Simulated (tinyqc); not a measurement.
Inside a calculation. Method: Hubbard chain of 4 sites. Computed by tinyqc, a small Python program that keeps every step. Settings: hopping = 1.76, U = 0.6, mixing = 0.5, iteration cap = 73. Command: `OMP_NUM_THREADS=1 python tinyqc.py 26684 26685 out.jsonl` (the two numbers bound the seeds that draw the settings). One thread of a shared host (Intel(R) Xeon(R) Processor @ 2.60GHz), about 0.2 s of CPU time with the checks. Later iterations appear only in the table of the cycle.

## Mean-field iteration 1

one-body matrix (hopping and site energies) (eV):
```
          1         2         3         4
1   0.88000  -1.76000   0.00000   0.00000
2  -1.76000  -0.83000  -1.76000   0.00000
3   0.00000  -1.76000  -0.71000  -1.76000
4   0.00000   0.00000  -1.76000  -0.81000
```

U = 0.60000 eV

electrons, up and down: 3  2

mixing = 0.50000

n(up) at the start (a guess, not normalised): 1 1.00000, 2 0.30000, 3 1.00000, 4 0.30000

n(down) at the start (a guess): 1 0.05000, 2 0.95000, 3 0.05000, 4 0.95000

H(up) = T + U n(down), H(down) = T + U n(up); fill the lowest levels; n(new) = n + mixing (n(out) - n); E = tr T (rho up + rho down) + U sum n_up n_down of the output.

levels, up (eV): -3.17345  -1.01753  1.18327  2.73771

levels, down (eV): -3.10400  -1.16562  1.43452  2.92509

energy = -7.90816 eV

n(up) after iteration 1: 1 0.82614, 2 0.46251, 3 0.89725, 4 0.61410

n(down) after iteration 1: 1 0.12435, 2 0.82369, 3 0.23763, 4 0.81433

## Mean-field iteration 2

As before.

levels, up (eV): -3.15736  -1.05280  1.19705  2.74311

levels, down (eV): -3.06267  -1.06391  1.42905  2.90753

energy = -7.92947 eV

n(up) after iteration 2: 1 0.73682, 2 0.54925, 3 0.84203, 4 0.77189

n(down) after iteration 2: 1 0.17290, 2 0.75404, 3 0.34457, 4 0.72848

## Convergence

Each step fills the lowest levels of T + U n(other spin) and sets n(new) = n + mixing (n(out) - n); stop when output and input agree to 1e-8.

Course of the cycle:
```
iteration      E (eV)  largest |n(out) - n(in)|  mean |n_up - n_down|
1          -7.9081571                  6.28e-01               0.28618
2          -7.9294740                  3.16e-01               0.27420
3          -7.9357167                  1.59e-01               0.26741
4          -7.9375031                  8.05e-02               0.26362
5          -7.9380124                  4.09e-02               0.26153
6          -7.9381581                  2.14e-02               0.26037
7          -7.9382000                  1.21e-02               0.25973
8          -7.9382122                  6.83e-03               0.25938
9          -7.9382157                  3.81e-03               0.25919
10         -7.9382168                  2.11e-03               0.25908
11         -7.9382171                  1.16e-03               0.25902
...               ...                       ...                   ...
21         -7.9382172                  2.58e-06               0.25895
22         -7.9382172                  1.39e-06               0.25895
23         -7.9382172                  7.55e-07               0.25895
24         -7.9382172                  4.26e-07               0.25895
25         -7.9382172                  2.40e-07               0.25895
26         -7.9382172                  1.35e-07               0.25895
27         -7.9382172                  7.63e-08               0.25895
28         -7.9382172                  4.30e-08               0.25895
29         -7.9382172                  2.42e-08               0.25895
30         -7.9382172                  1.36e-08               0.25895
31         -7.9382172                  7.67e-09               0.25895
```

local moments n_up - n_down: 1 0.38747, 2 -0.01790, 3 0.29801, 4 0.33242

Converged in 31 iterations. Before convergence this energy mixes input and output and is not variational, so it may rise towards its limit.

## Exact diagonalisation (24 states)

Lowest levels of the sector, and the double occupancy of the lowest state.

lowest levels (eV): -7.94747  -6.42109  -5.55711  -4.34467  -3.97893  -3.95243

double occupancy per site = 0.37456

The mean-field solution above lies 0.0093 eV above the exact energy.

## The lowest level by Lanczos steps

From a random start vector (not printed): a_j = <q_j|H|q_j>, b_j = norm of the remainder after orthogonalising; the Ritz value is the lowest eigenvalue of the tridiagonal matrix of a and b so far.

Lanczos:
```
j   a_j (eV)  b_j (eV)  lowest Ritz value (eV)
1   -1.99327   4.06305              -1.9932669
2   -0.56588   4.98240              -5.4048305
3   -0.28216   3.49588              -7.2590203
4   -1.98036   2.14242              -7.8731065
5    1.09461   2.77352              -7.9345502
6   -0.81604   2.67754              -7.9436192
7   -2.22520   3.42876              -7.9459022
8   -1.18028   1.66394              -7.9472992
9   -0.62359   3.06403              -7.9474373
10   0.09774   2.61086              -7.9474667
```
